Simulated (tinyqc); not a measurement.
Sp3 tight binding, zinc-blende lattice, step by step. One step of it, computed by the program tinyqc.

Task: Levels at k. Diagonalise the Hermitian matrix.

H(k) at k (eV), lower triangle (Hermitian):
```
                      a s                a px                 a py                 a pz
a s            -15.960000
a px             0.000000           -5.850000
a py             0.000000            0.000000            -5.850000
a pz             0.000000            0.000000             0.000000            -5.850000
c s   -1.621483-5.742754i  1.747338+2.055716i  -1.543475-2.327236i  -4.750480-0.756141i
c px  -1.747338-2.055716i  0.393087+1.392183i   5.504696+0.876190i   1.788527+2.696723i
c py   1.543475+2.327236i  5.504696+0.876190i   0.393087+1.392183i  -2.024757-2.382095i
c pz   4.750480+0.756141i  1.788527+2.696723i  -2.024757-2.382095i   0.393087+1.392183i

             c s       c px       c py       c pz
c s   -15.960000
c px    0.000000  -5.850000
c py    0.000000   0.000000  -5.850000
c pz    0.000000   0.000000   0.000000  -5.850000
```

Give: eigenvalues; weights |c|^2 of the basis functions.

Result:

eigenvalues (eV): -23.727  -16.567  -12.259  -12.085  -4.011  -1.145  0.475  2.300

weights |c|^2 of the basis functions:
```
      band 1  band 2  band 3  band 4  band 5  band 6  band 7  band 8
a s    0.459   0.218   0.022   0.022   0.236   0.023   0.000   0.020
a px   0.006   0.094   0.092   0.275   0.044   0.048   0.259   0.182
a py   0.006   0.098   0.284   0.068   0.063   0.057   0.241   0.183
a pz   0.029   0.090   0.102   0.135   0.157   0.372   0.000   0.115
c s    0.459   0.218   0.022   0.022   0.236   0.023   0.000   0.020
c px   0.006   0.094   0.092   0.275   0.044   0.048   0.259   0.182
c py   0.006   0.098   0.284   0.068   0.063   0.057   0.241   0.183
c pz   0.029   0.090   0.102   0.135   0.157   0.372   0.000   0.115
```
